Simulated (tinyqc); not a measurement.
Estimate of lattice thermal conductivity from elastic moduli (Slack, Klemens and Cahill formulas): one step, computed by the program tinyqc.

An isotropic solid.

Problem. Velocities, Poisson ratio and Debye temperature. rho = M/V; vL = sqrt((B + 4G/3)/rho), vT = sqrt(G/rho); v_m = [(vL^-3 + 2 vT^-3)/3]^(-1/3); Poisson ratio sigma = (3B - 2G)/(6B + 2G); Theta = hbar v_m (6 pi^2/V)^(1/3)/k_B.

Inputs (values chosen for the exercise, for a model crystal): bulk modulus B = 23.9 GPa; shear modulus G = 11.7 GPa; volume per atom V = 9.41 angstrom^3; mean atomic mass M = 93.7 u.

Grueneisen parameter: from thermal expansion.

Constants: u = 1.6605390666e-27 kg; hbar = 1.054571817e-34 J s; k_B = 1.380649e-23 J/K.

Give: density rho; vL; vT; v_m; Poisson ratio sigma; Debye temperature Theta.

Solution.

density rho = 16535 kg/m^3

vL = 1546 m/s

vT = 841.2 m/s

v_m = 938.4 m/s

Poisson ratio sigma = 0.2896

Debye temperature Theta = 132.3 K
